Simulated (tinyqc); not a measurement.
Comparisons within one model: buckled dimers of a reconstructed (001) surface, two dangling bonds a dimer. A value that a table varies takes the place of the one given here.

In a dimer one atom moves up by z and the other down by z; the dangling bond of the up atom (more s-like) falls by gm z and that of the down atom rises by gm z. With all dimers tilted alike: H(k) = [[-gm z - 2 ta cos k, -tp - 2 tx cos k], [., gm z - 2 ta cos k]], k along the row in 1/a. Two electrons a dimer fill the lowest N of the 2N levels on the mesh k_j = (j + 1/2) pi/N. Total energy a dimer: W(z) = (2/N) sum of the filled levels + kf z^2. Repulsion between electrons is left out.

Values chosen for the exercise (of the size met on Si(001); not measured data): tp = 0.31 eV (pi coupling inside a dimer); ta = 0.05 eV (coupling between like atoms along the row); tx = 0.05 eV (diagonal coupling along the row); gm = 2.16 eV/angstrom (shift of a dangling bond with height); kf = 9.3 eV/angstrom^2 (force constant of buckling); N = 12 (k points).

## Energy against buckling

W relative to z = 0; gap as lowest upper less highest lower level on 201 points from 0 to pi.

Per dimer (eV):

| z (angstrom) | band energy | elastic | W | gap |
|---|---|---|---|---|
| 0.00 | 0.0000 | 0.0000 | 0.0000 | 0.4200 |
| 0.05 | -0.0383 | 0.0232 | -0.0151 | 0.4601 |
| 0.10 | -0.1401 | 0.0930 | -0.0471 | 0.5647 |
| 0.15 | -0.2827 | 0.2092 | -0.0735 | 0.7087 |
| 0.20 | -0.4497 | 0.3720 | -0.0777 | 0.8759 |
| 0.30 | -0.8223 | 0.8370 | 0.0147 | 1.2480 |
| 0.40 | -1.2207 | 1.4880 | 0.2673 | 1.6455 |
| 0.50 | -1.6313 | 2.3250 | 0.6937 | 2.0554 |
| 0.60 | -2.0487 | 3.3480 | 1.2993 | 2.4722 |

W is lowest at z = 0.2 among these rows (-0.0777 eV). The band energy falls as z^2 at first and linearly, as -2 gm z, once gm z is far above tp, so the elastic term always wins at large z. The gap is open at all z.

## Strong pi bonds keep dimers flat

tp is varied; z minimises W on 0 to 1 angstrom; gap on 201 points; charge moved: the mean of gm z/sqrt((gm z)^2 + h^2) over the mesh, h the off-diagonal element.

Against tp:

| tp (eV) | z (angstrom) | gain (eV) | gap (eV) | charge moved (e) |
|---|---|---|---|---|
| 0.10 | 0.2255 | 0.3312 | 0.8137 | 0.971 |
| 0.20 | 0.2117 | 0.1898 | 0.8149 | 0.911 |
| 0.30 | 0.1863 | 0.0875 | 0.8167 | 0.802 |
| 0.45 | 0.1094 | 0.0074 | 0.8209 | 0.471 |
| 0.60 | 0.0000 | 0.0000 | 1.0000 | 0.000 |
| 0.80 | 0.0000 | 0.0000 | 1.4000 | 0.000 |
| 1.00 | 0.0000 | 0.0000 | 1.8000 | 0.000 |
| 1.30 | 0.0000 | 0.0000 | 2.4000 | 0.000 |
| 1.60 | 0.0000 | 0.0000 | 3.0000 | 0.000 |

Dimers buckle for tp up to 0.45 eV among these rows; for an isolated dimer the limit is gm^2/kf = 0.502 eV. While buckled, the splitting, on average over k, stays near 2 gm^2/kf = 1.003 eV whatever tp is, and beyond the limit it follows 2 tp; the gap is smaller by the width of the bands, about 4 ta = 0.20 eV.

## Tilting alike or in alternation

Alternation doubles the cell: sites L1, R1, L2, R2 with levels -gm z, +gm z, +gm z, -gm z, -tp inside a dimer, -2 ta cos k between L1-L2 and R1-R2, -2 tx cos k between L1-R2 and R1-L2, on k_j = (j + 1/2) pi/(2N); the lowest half of the levels is filled. Energies a dimer; gaps on these meshes.

Two patterns:

| z (angstrom) | W alike (eV) | W alternating (eV) | difference (meV) | gap alike (eV) | gap alternating (eV) |
|---|---|---|---|---|---|
| 0.05 | -0.6351 | -0.6351 | 0.0 | 0.4618 | 0.4605 |
| 0.10 | -0.6671 | -0.6671 | 0.0 | 0.5662 | 0.5651 |
| 0.15 | -0.6935 | -0.6935 | 0.0 | 0.7102 | 0.7090 |
| 0.20 | -0.6977 | -0.6977 | 0.0 | 0.8774 | 0.8763 |
| 0.30 | -0.6053 | -0.6053 | 0.0 | 1.2495 | 1.2484 |
| 0.40 | -0.3527 | -0.3527 | 0.0 | 1.6470 | 1.6459 |
| 0.50 | 0.0737 | 0.0737 | 0.0 | 2.0570 | 2.0558 |

The lowest W listed is -0.6977 eV for like tilts and -0.6977 eV for alternation; the difference at equal z stays at 0.0 meV. With alternation ta joins filled up atoms to empty down atoms and gains energy in second order, about 2 ta^2/(gm z) a dimer at large z, while tx does so for like tilts; here ta = 0.05 and tx = 0.05 eV. At z = 0.3 the gap is 1.250 eV alike and 1.248 eV alternating.

## What each parameter does

z minimises W on 0 to 1 angstrom; gain over flat dimers; gap on 201 points from 0 to pi. Each row changes one parameter from the base and keeps the others.

Results:

| case | z (angstrom) | gain (eV) | gap (eV) |
|---|---|---|---|
| base | 0.1830 | 0.0794 | 0.8170 |
| tp = 0.264 eV | 0.1970 | 0.1198 | 0.8160 |
| ta = 0.08 eV | 0.1830 | 0.0794 | 0.6970 |
| tx = 0.08 eV | 0.1832 | 0.0893 | 0.8258 |
| gm = 2.333 eV/angstrom | 0.2124 | 0.1356 | 0.9814 |
| kf = 8.37 eV/angstrom^2 | 0.2143 | 0.1160 | 0.9265 |

The largest shifts from the base row, up to three for each result and ties (the steps differ in size, so this ranks the rows, not the parameters). z (angstrom): kf +0.0313, gm +0.0295, tp +0.0140; unchanged at the printed digits by ta. gain (eV): gm +0.0562, tp +0.0404, kf +0.0366; unchanged at the printed digits by ta. gap (eV): gm +0.1644, ta -0.1200, kf +0.1095.

(tinyqc, `OMP_NUM_THREADS=1 python tinyqc.py 1450258 1450259 out.jsonl`, Intel(R) Xeon(R) Processor @ 2.30GHz, 1 thread, shared host, about 0.03 s.)
